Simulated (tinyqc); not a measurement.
Which input was changed? Model: donor or exciton in a quantum well (variational effective-mass method). Computed by tinyqc, a small Python program. Command: `OMP_NUM_THREADS=1 python tinyqc.py 3030514 3030515 out.jsonl welldonor which`. One thread of a shared host (Intel(R) Xeon(R) Processor @ 2.30GHz), about 0.7 s of CPU time with the checks.

H = -nabla^2 - 2/|r - r_i| + V(z) in effective units; trial function psi = f(z) exp(-|r - r_i|/lambda), f the ground state of the well. Mass and screening are the same in well and barrier; l = L/a* is the width in effective units. Bands are flat: no polarisation or applied field.

Inputs (values chosen for the exercise, modelled on beta-Ga2O3): electron mass m = 0.282 m_0; dielectric constant eps = 10.2; well width L = 6.9 nm; donor position z_i/L from the centre = 0.1; barrier height V_0 = 0.27 eV.

Centre: donor. Barriers: finite.

Constants: Ry = 13.605693123 eV; a_0 = 0.529177210903 angstrom.

Method:
- Ry* = Ry m/eps^2, a* = a_0 eps/m; l = L/a*.
- k solves k tan(k l/2) = sqrt(v - k^2), v = V_0/Ry*, 0 < k l/2 < pi/2 (bisection); f = cos(k z) inside and cos(k l/2) exp(-kappa (|z| - l/2)) outside, kappa = sqrt(v - k^2); subband energy k^2 Ry*.
- Binding E_b(lambda) = -1/lambda^2 + 4 A/(lambda B), with A = int f^2 exp(-2 s/lambda) dz, B = int f^2 exp(-2 s/lambda)(1 + 2 s/lambda) dz and s = |z - z_i|; 40 Gauss-Legendre points on each piece between the walls at z = -l/2 and l/2 and z_i, and out to 12/(kappa + 1/lambda) beyond the walls.
- Golden-section search for the maximum over lambda from 0.3 to 4, 40 steps.

Question. One of these inputs alone was changed, within the range given: electron mass m (0.141 to 0.564); dielectric constant eps (5.1 to 20.4); well width L (3.45 to 13.8); barrier height V_0 (0.135 to 0.54). Which one, and to what value?

Results:
```
run     binding energy (meV)  binding in Ry*  subband energy (meV)
before              48.37451        1.311738              19.20722
after               28.18717        1.460562              19.20722
```

Answer.

Each candidate set to reproduce binding energy, and what it then gives:
```
candidate                range searched  value needed  binding in Ry*  subband energy (meV)
electron mass m (m_0)    0.141 to 0.564  out of reach               -                     -
dielectric constant eps     5.1 to 20.4         14.10          1.4606                19.207
well width L (nm)          3.45 to 13.8  out of reach               -                     -
barrier height V_0 (eV)   0.135 to 0.54  out of reach               -                     -
```

Only dielectric constant eps fits every result: it went from 10.2 to 14.1. No other candidate reaches the first result within its range.
